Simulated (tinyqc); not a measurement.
On-chip interconnect, size-dependent resistivity and RC delay: two steps of the calculation.

A rectangular line between two neighbours and two ground planes. Surface and grain-boundary scattering are added to the bulk resistivity as corrections; capacitances are parallel-plate values without fringing; inductance is ignored.

Parameters, values chosen for the exercise; metal values close to those of copper:
```
symbol  value  unit            meaning
Lw        200    um        line length
Rd       1100   ohm  driver resistance
Cl        1.2    fF   load capacitance
dt       1800    ps          time step
```

Problem 1. Ladder and Elmore delays. 7 equal pi sections: series Rs = r Lw/7; node capacitances c Lw/7, halved at nodes 0 and 7, with Cl added to node 7; Rd feeds node 0. Elmore delay of node k: the sum, over the resistors on the path to k, of resistance times all capacitance downstream of it.

r = 3416.2248 ohm/um
c = 0.068354330 fF/um

Find: Rs; C; Elmore delay.

Solution 1.

Rs = 97606 ohm
C, node 0 to 7 (fF): [0.97649, 1.9530, 1.9530, 1.9530, 1.9530, 1.9530, 1.9530, 2.1765]
Elmore delay, node 0 to 7 (ps): [16.358, 1372.5, 2538.1, 3513.0, 4297.3, 4891.0, 5294.1, 5506.5]

The far-end value equals Rd (c Lw + Cl) + r Lw (c Lw/2 + Cl) for any number of pi sections; the line resistance contributes 99.7 % of it.

Problem 2. Node voltages after a time step. A 1 V step is applied behind Rd at t = 0. C dv/dt = -G v + b, with G the conductance matrix of the ladder (1/Rs between neighbours, 1/Rd added at node 0) and b = (1 V/Rd, 0, ...). Trapezoidal step: (C/dt + G/2) v(new) = (C/dt - G/2) v + b.

Rs = 97606.422 ohm
C, node 0 to 7 (fF): [0.97649043, 1.9529809, 1.9529809, 1.9529809, 1.9529809, 1.9529809, 1.9529809, 2.1764904]
v at t = 1 dt, node 0 to 7 (V): [1.9894322, 1.2624032, 0.8027561, 0.5131358, 0.3321996, 0.2216246, 0.1579906, 0.1278196]

Give: v at t = 2 dt.

Solution 2.

v at t = 2 dt, node 0 to 7 (V): [0.0112, 0.5829, 0.7432, 0.7210, 0.6340, 0.5407, 0.4679, 0.4274]

Range of the model: The metal width is under the mean free path, where the thick-limit surface term and the simple sum of corrections lose accuracy.

Numbers from tinyqc (`OMP_NUM_THREADS=1 python tinyqc.py 2100013 2100014 out.jsonl`; about 0.01 s on one thread of a shared Intel Xeon 2.30GHz).
